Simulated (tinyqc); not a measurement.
# p-type polysilicon, carrier trapping at grain boundaries, step by step

Computed by the program tinyqc: `OMP_NUM_THREADS=1 python tinyqc.py 2830075 2830076 out.jsonl`, one thread of a shared Intel Xeon 2.30GHz, about 0.01 s for the whole run. Printed values are rounded.

One-dimensional grains of size Lg, uniform ionised doping N, monovalent traps Qt at each boundary at a depth Et below (for electrons) or above (for holes) the band edge there, abrupt depletion of width W on each side of a boundary, Boltzmann statistics. xi is the distance from the band edge at the grain centre to the Fermi level. Trapped charge Qt/(1 + exp((xi + VB - Et)/Vt)) = 2 N W, barrier VB = q N W^2/(2 eps0 eps_r).

Parameters, values chosen for the exercise; values of the order met in polycrystalline silicon: temperature T = 400 K; relative permittivity eps_r = 11.7; valence-band density of states at T NB = 4.08e19 cm^-3; grain size Lg = 250 nm; trap density of a grain boundary Qt = 1.2e12 cm^-2; depth of the trap level from the majority band edge at the boundary Et = 0.35 eV; mass for thermionic emission ms = 0.37 m0; correction factor of the emission rate fe = 0.25; mobility inside the grains mug = 71 cm^2/(V s); doping N = 3.2e17 cm^-3.

Constants: q = 1.602176634e-19 C, kB = 1.380649e-23 J/K, m0 = 9.1093837015e-31 kg, Vt = kB T/q, eps0 = 8.8541878128e-14 F/cm where lengths are in cm. Results are converted to the units shown.

## Starting value

W = 19 nm.

W at the start = 19 nm

## Iteration 1: new W

Partly depleted grain, xi = Vt ln(NB/N): f = 1/(1 + exp((xi + VB - Et)/Vt)), g = Qt f - 2 N W, g' = -2 Qt f (1 - f) VB/(W Vt) - 2 N, W(new) = W - g/g'.

VB = 0.0893312 V
f = 0.937861
g = -9.05671e10 cm^-2
g' = -8.30780e10 cm^-2/nm
W after iteration 1 = 17.9099 nm

## Iteration 2: new W

As before.

VB = 0.0793743 V
f = 0.952713
g = -2.97469e9 cm^-2
g' = -7.79017e10 cm^-2/nm
W after iteration 2 = 17.8717 nm

## Iteration 3: new W

As before.

VB = 0.0790362 V
f = 0.953153
g = -2.91441e6 cm^-2
g' = -7.77493e10 cm^-2/nm
W after iteration 3 = 17.8716 nm

## Course of the iteration

Stop when the step is below 1e-10 nm, or after 40 iterations.

Course of the iteration:
```
iteration  W before the step (nm)  step (nm)
1                              19      -1.09
2                         17.9099    -0.0382
3                         17.8717   -3.75e-5
4                         17.8716  -3.58e-11
```

Converged in 4 iterations.

## Depletion width, Fermi level and barrier

If the trap equation with xi = Vt ln(NB/N) has a root W < Lg/2, the grain is partly depleted; otherwise W = Lg/2 and the trap equation gives xi = Et - VB + Vt ln(Qt/(N Lg) - 1). N* = Qt/Lg.

N* = 4.8e16 cm^-3
W = 17.8716 nm
xi = 0.167111 V
VB = 0.0790359 V
share of traps filled = 0.953154

N is 6.67 N*, and the grain is partly depleted; VB = 2.29 Vt.

## Resistivity and effective mobility

n0 = NB exp(-xi/Vt); mean density n0 (1 - 2 W/Lg) by charge balance in a partly depleted grain, and n0 (sqrt(pi)/2) erf(u)/u with u = sqrt(VB/Vt) in a fully depleted one; v = sqrt(kB T/(2 pi ms m0)); barrier resistivity Vt exp(VB/Vt)/(q fe n0 v Lg); grain resistivity (1 - 2 W/Lg)/(q n0 mug); effective mobility 1/(q mean density total resistivity).

n0 = 3.2e17 cm^-3
mean density = 2.74249e17 cm^-3
v = 5.10665e6 cm/s
barrier resistivity = 0.208624 ohm cm
grain resistivity = 0.235438 ohm cm
resistivity = 0.444062 ohm cm
effective mobility = 51.2510 cm^2/(V s)

The resistivity is 1.62 times that of a single crystal with the same N and mobility mug, and the mean density is 85.7 % of N.
